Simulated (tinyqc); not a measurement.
Three regimes over temperature: precursor delivery and alloy composition in metal-organic vapour-phase epitaxy. Computed by tinyqc, a small Python program. Command: `OMP_NUM_THREADS=1 python tinyqc.py 3012714 3012715 out.jsonl movpe walk`. One thread of a shared host (Intel(R) Xeon(R) Processor @ 2.30GHz), about 0.01 s of CPU time with the checks.

Carrier gas leaves each bubbler saturated. Group-III species cross a boundary layer and react at the surface; element 2 can also desorb. The film is (1)_(1-x) (2)_x V with a zinc-blende cell.

Inputs (values chosen for the exercise, close to those used for InGaAs from TMGa and TMIn):
```
quantity                                   value      unit
source 1: a in log10(p/torr) = a - b/T      8.07         -
source 1: b                                 1703         K
source 1: bath temperature                    -3         C
source 1: carrier flow                        43      sccm
source 2: a                                10.52         -
source 2: b                                 3014         K
source 2: bath temperature                    15         C
source 2: carrier flow                       370      sccm
bubbler pressure p_b                         760      torr
group-V hydride flow                          43      sccm
total flow                                    18       slm
reactor pressure p                            40      torr
diffusivity D0 at 273.15 K and 760 torr     0.31    cm^2/s
boundary layer delta                         1.2        cm
prefactor of the surface rate k_s          1e+13      cm/s
energy of k_s                               1.97        eV
prefactor of the loss of element 2       2.7e+16  layers/s
energy of the loss                          3.19        eV
lattice constant a                          5.75  angstrom
```

Constants: k_B = 1.380649e-23 J/K; k_B = 8.617333262e-05 eV/K.

Method:
- Temperatures in kelvin are T(C) + 273.15.
- Vapour pressure p_v = 10^(a - b/T); precursor flow = carrier flow x p_v/(p_b - p_v); 1 sccm = 44.615 micromol/min; V/III = hydride flow over the sum of both; gas share x_g = F2/(F1 + F2).
- Partial pressure p_i = p F_i/(44615 x total flow in slm); density n_i = p_i/(k_B T), 1 torr = 133.322 Pa; D = D0 (T/273.15)^1.75 (760/p), h = D/delta, the same for both; k_s = prefactor x exp(-energy/(k_B T)); arrival J_i = n_i/(1/h + 1/k_s); in layers per second g_i = J_i a^2/2 (two group-III sites per a^2 on (001)).
- Loss of element 2 is r x with r = prefactor x exp(-energy/(k_B T)). Then x = (g2 - r x)/(g1 + g2 - r x), or r x^2 - (g1 + g2 + r) x + g2 = 0, smaller root; growth rate G = g1/(1 - x) layers/s; one layer is a/2 thick, 1 angstrom/s = 0.36 um/h.

molar flows (micromol/min): F1 159.561, F2 24.9860

gas share x_g = 0.135390

Growth:
```
T (C)       k_s/h  r (layers/s)        x  G (um/h)
450    6.9150e-03    1.5835e-06  0.13539    0.0389
500    4.7518e-02    4.3386e-05  0.13537    0.2701
550    2.5660e-01    7.9511e-04  0.13531    1.2745
600    1.1353e+00    1.0443e-02  0.13503    3.4674
650    4.2527e+00    1.0378e-01  0.13314    5.4931
700    1.3841e+01    8.1451e-01  0.12173    6.4975
750    3.9962e+01    5.2267e+00  0.07991    6.7363
800    1.0411e+02    2.8205e+01  0.02844    6.7128
850    2.4817e+02    1.3099e+02  0.00746    6.8370
```

What does the comparison show, and why?

G peaks at 850 C among these rows. Between the first rows the apparent energy is 1.87 eV, against 1.97 eV for k_s, which controls there; k_s passes h between 550 and 600 C, well above which G depends weakly on T until desorption sets in. Among these rows x stays within 2 % of x_g up to 650 C and then falls, to 0.0075 in the last row, as element 2 desorbs. Caution: in these rows, too, a is fixed and both precursors share one D and k_s.

Extremes, crossings and ranges named in words are read from the listed rows.
